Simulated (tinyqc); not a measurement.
Inside a calculation: bond-orbital model of a tetrahedral semiconductor (Harrison's universal couplings). Values are carried at full precision from step to step, so a last printed digit may differ when a step is redone from the rounded ones.

Hybrid level eh = (es + 3 ep)/4; metallic energy V1 = (ep - es)/4 for each atom; covalent energy V2 = 3.22 hbar^2/(m d^2); polar energy V3 = (ehc - eha)/2; hbar^2/m = 2c, c = hbar^2/2m0. Polarity ap = V3/sqrt(V2^2 + V3^2), covalency ac = V2/sqrt(V2^2 + V3^2). p-p coupling at Gamma Exx = (4/3)(2.22 - 2 x 0.63) hbar^2/(m d^2) = 1.28 hbar^2/(m d^2), s-s coupling Ess = 4 x 1.32 hbar^2/(m d^2).

Constants: hbar^2/2m0 = 3.80998211 eV angstrom^2.

Values chosen for the exercise (near tabulated values for SiC; the model gives trends, and its gaps can be far from the real ones; the results hold for these values, not for the real material): esc = -14.68 eV (s level, cation); epc = -7.52 eV (p level, cation); esa = -19.36 eV (s level, anion); epa = -11.2 eV (p level, anion); d = 1.89 angstrom (bond length); Z = 4 (valence electrons of the anion).

## The three energies

Form the hybrid levels, V1, V2 and V3.

hbar^2/(m d^2) = 2.1332 eV

hybrid levels (eV): cation -9.3100, anion -13.2400

V1 (eV): cation 1.7900, anion 2.0400

V2, V3 (eV): [6.8689, 1.9650]

## Bond and antibond

The 2 x 2 problem [[ehc, -V2], [-V2, eha]] gives (ehc + eha)/2 -/+ sqrt(V2^2 + V3^2); ap = V3/sqrt(V2^2 + V3^2), ac = V2/sqrt(V2^2 + V3^2); the bond has weight (1 + ap)/2 on the anion.

levels (eV): bond -18.4194, antibond -4.1306

ap = 0.2750
ac = 0.9614
weight on the anion = 0.6375

## Charges

With dZ = Z - 4: effective charge Z* = 4 ap - dZ (positive on the cation); transverse charge eT* = Z* + (8/3) ap ac^2.

Z* = 1.100 e
eT* = 1.778 e

Charge that flows along the bonds as they stretch adds 0.68 e to the static value.

## Metallicity and a gap from the bond picture

Neighbouring bonds couple through V1: averaged V1b = V1c (1 - ap)/2 + V1a (1 + ap)/2 for the bond band and V1x = V1c (1 + ap)/2 + V1a (1 - ap)/2 for the antibond band. The top of the bond band lies V1b above the bond level and the bottom of the antibond band 3 V1x below the antibond level, so the gap is 2 sqrt(V2^2 + V3^2) - V1b - 3 V1x; metallicity am = (V1b + 3 V1x)/(2 sqrt(V2^2 + V3^2)).

V1b, V1x (eV): [1.9494, 1.8806]

gap = 6.698 eV
am = 0.531

The gap closes where am reaches one. The model gives trends; its gap can miss the real one by a factor of two to five, most in ratio for narrow gaps and most in eV for first-row compounds.

## Band edges at Gamma

Ev is the lower root of [[epa, Exx], [Exx, epc]] and the s-like conduction level the upper root of [[esa, Ess], [Ess, esc]], with Exx = 1.28 u and Ess = 5.28 u, u = hbar^2/(m d^2).

Exx, Ess (eV): [2.7305, 11.2632]

Ev = -12.653 eV
s-like conduction level = -5.516 eV
E0 gap = 7.136 eV

Universal couplings give the trend of E0 from compound to compound, not its value; it can miss by several eV and by a factor of two or more, and spin-orbit coupling is left out.

## Checks

- Bond level from the formula against the 2 x 2 matrix: both -18.4194.

(tinyqc, `OMP_NUM_THREADS=1 python tinyqc.py 1450676 1450677 out.jsonl`, Intel(R) Xeon(R) Processor @ 2.30GHz, 1 thread, shared host, about 0.01 s.)
